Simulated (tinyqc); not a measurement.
Thin-body transistor below threshold, two-dimensional Poisson equation on a small mesh: two steps of the calculation.

A thin body on a thick buried insulator of low permittivity, taken as carrying no normal field at the bottom of the body (row 0). Mobile charge is neglected (subthreshold), the body is fully depleted, and potentials are counted from the intrinsic level; rows run upward to the gate, columns from source to drain.

Values chosen for this exercise:
```
symbol,value,unit,meaning
T,350,K,temperature
Vbi,0.55,V,potential of the source
```

Constants: q = 1.602176634e-19 C, kB = 1.380649e-23 J/K, Vt = kB T/q. Results are converted to the units shown.

Problem 1. Gauss-Seidel sweep. Free nodes: rows 0..3, columns 1..5, taken row by row from row 0, left to right. t = (up psi(above) + dn psi(below) + lat [psi(left) + psi(right)] + s)/(up + dn + 2 lat), with the newest neighbours; psi(new) = t.

psi at the start (fixed values on the edges, free nodes at zero) (V):
```
,j=0,j=1,j=2,j=3,j=4,j=5,j=6
row 0,0.5500000,0.0000000,0.0000000,0.0000000,0.0000000,0.0000000,1.5500000
row 1,0.5500000,0.0000000,0.0000000,0.0000000,0.0000000,0.0000000,1.5500000
row 2,0.5500000,0.0000000,0.0000000,0.0000000,0.0000000,0.0000000,1.5500000
row 3,0.5500000,0.0000000,0.0000000,0.0000000,0.0000000,0.0000000,1.5500000
row 4,-0.2000000,-0.2000000,-0.2000000,-0.2000000,-0.2000000,-0.2000000,-0.2000000
```

```
row,up,dn,lat,s (V)
0,39.15,0,1.7185185,0
1,39.15,39.15,3.4370370,0
2,39.15,39.15,3.4370370,0
3,10.125000,39.15,5.7185185,0
```

Give: psi after iteration 1.

Solution 1.

psi after iteration 1 (V):
```
,j=0,j=1,j=2,j=3,j=4,j=5,j=6
row 0,0.550,0.022,0.001,0.000,0.000,0.063,1.550
row 1,0.550,0.032,0.002,0.000,0.000,0.091,1.550
row 2,0.550,0.037,0.002,0.000,0.000,0.105,1.550
row 3,0.550,0.042,-0.028,-0.036,-0.037,0.177,1.550
row 4,-0.200,-0.200,-0.200,-0.200,-0.200,-0.200,-0.200
```

Problem 2. Barrier, swing and barrier lowering. The barrier is read along row 0, the path farthest from the gate. Take the node j of lowest psi: barrier Vbi - psi_j; swing Vt ln 10/(d psi_j/dVg); DIBL = (d psi_j/dVd)/(d psi_j/dVg). The derivatives solve the same equations with s = 0 and a unit change of that voltage.

converged psi (V):
```
,j=0,j=1,j=2,j=3,j=4,j=5,j=6
row 0,0.5500000,0.2156304,0.0686157,0.0793801,0.2600621,0.7061336,1.5500000
row 1,0.5500000,0.2074064,0.0616899,0.0719215,0.2484127,0.6886721,1.5500000
row 2,0.5500000,0.1818981,0.0410732,0.0498667,0.2136066,0.6342444,1.5500000
row 3,0.5500000,0.1364369,0.0073212,0.0142088,0.1562470,0.5363495,1.5500000
row 4,-0.2000000,-0.2000000,-0.2000000,-0.2000000,-0.2000000,-0.2000000,-0.2000000
```

d psi/dVg on row 0: j=0 0.00000000, j=1 0.47129437, j=2 0.70852885, j=3 0.77649588, j=4 0.70852885, j=5 0.47129437, j=6 0.00000000
d psi/dVd on row 0: j=0 0.0000000, j=1 0.0191012, j=2 0.0500124, j=3 0.1117521, j=4 0.2414588, j=5 0.5096044, j=6 1.0000000

Give: j; barrier; swing; DIBL.

Solution 2.

j = 2
barrier = 0.4814 V
swing = 98.02 mV/decade
DIBL = 70.59 mV/V

Computed by the program tinyqc: `OMP_NUM_THREADS=1 python tinyqc.py 2480011 2480012 out.jsonl`, one thread of a shared Intel Xeon 2.30GHz, about 0.09 s for the whole run.
